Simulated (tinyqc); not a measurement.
Energy relaxation with and without hot phonons: decay of LO phonons and the hot-phonon bottleneck in the cooling of electrons. Computed by tinyqc, a small Python program. Command: `OMP_NUM_THREADS=1 python tinyqc.py 3027466 3027467 out.jsonl hotphonon walk`. One thread of a shared host (Intel(R) Xeon(R) Processor @ 2.30GHz), about 0.01 s of CPU time with the checks.

n(E, T) = 1/(exp(E/(k_B T)) - 1) is the Bose occupation. Electrons have a temperature T_e; the LO modes within their reach share one occupation N; the decay products stay at the lattice temperature.

Inputs (values chosen for the exercise, modelled on indium phosphide):
```
quantity,value,unit
LO energy hbar omega,43.8,meV
"lifetime at T = 0, tau_0",14,ps
weight b of the three-phonon channel,0.12,-
lattice temperature T,300,K
electron mass m*,0.0816,m_0
eps_inf,9.33,-
static dielectric constant eps_s,12.3,-
electron density n,2.9e+17,1/cm^3
"density of LO modes that the electrons reach, N_m",9.8e+18,1/cm^3
```

Decay channel: two equal phonons plus a three-phonon channel.

Constants: k_B = 8.617333262e-05 eV/K; c = 299792458 m/s; e^2/(4 pi eps_0) = 14.39964548 eV angstrom; hbar^2/(2 m_0) = 3.80998212 eV angstrom^2; hbar = 6.582119569e-16 eV s; e = 1.602176634e-19 C; k_B = 1.380649e-23 J/K.

Method:
- Decay rate 1/tau = (1/tau_0) [1 + 2 n_2 + b (1 + 3 n_3 + 3 n_3^2)]/(1 + b), n_2 = n(hbar omega/2), n_3 = n(hbar omega/3).
- Full width Gamma = 1/(2 pi c tau) in 1/cm, c in cm/s.
- Froehlich coupling alpha = (e^2/(4 pi eps_0)) (1/eps_inf - 1/eps_s) k_0/(2 hbar omega), k_0 = sqrt(m* hbar omega/(hbar^2/(2 m_0))); emission time tau_sp = hbar/(2 alpha hbar omega); bottleneck ratio r = (n/N_m) tau/tau_sp.
- Net emission per electron: [(N + 1) x - N]/tau_sp with x = exp(-hbar omega/(k_B T_e)), a simple two-level balance; steady state of the modes: n [(N + 1) x - N]/tau_sp = N_m (N - N_0)/tau; power per electron P = hbar omega [(N + 1) x - N]/tau_sp.
- P(T_e) = (hbar omega/tau_sp) [(N_0 + 1) x - N_0]/[1 + r (1 - x)], and r = 0 without hot phonons; energy relaxation time tau_E = (3/2) k_B (T_e - T)/P.

emission time tau_sp = 57.6665 fs

equilibrium LO occupation N_0 = 0.225093

bottleneck ratio r = 2.16319

phonon lifetime tau = 4.21547 ps

Cooling:
```
T_e (K),"P, cold phonons (nW)","P, hot phonons (nW)",ratio,tau_E (ps),N
330,4.5613,1.6896,2.6996,0.36771,0.25513
380,11.740,4.5233,2.5954,0.36627,0.30550
450,20.791,8.4376,2.4641,0.36817,0.37508
600,36.512,16.329,2.2360,0.38047,0.51536
800,51.585,25.572,2.0172,0.40493,0.67967
1100,66.527,36.951,1.8004,0.44837,0.88193
1600,81.117,51.058,1.5887,0.52730,1.1327
2300,92.132,64.477,1.4289,0.64239,1.3712
```

What does the comparison show, and why?

Reabsorption cuts the loss by a factor 2.70 at the lowest T_e and 1.43 at the highest; the factor is 1 + r (1 - x) with r = 2.16. tau_E runs from 0.37 to 0.64 ps, with its shortest value, 0.37 ps, at T_e = 380 K, against tau_sp = 58 fs and a phonon lifetime of 4.2 ps. Pauli blocking is left out, as are upper valleys and non-parabolic bands, which can matter above about 1000 K.

Extremes, crossings and ranges named in words are read from the listed rows.
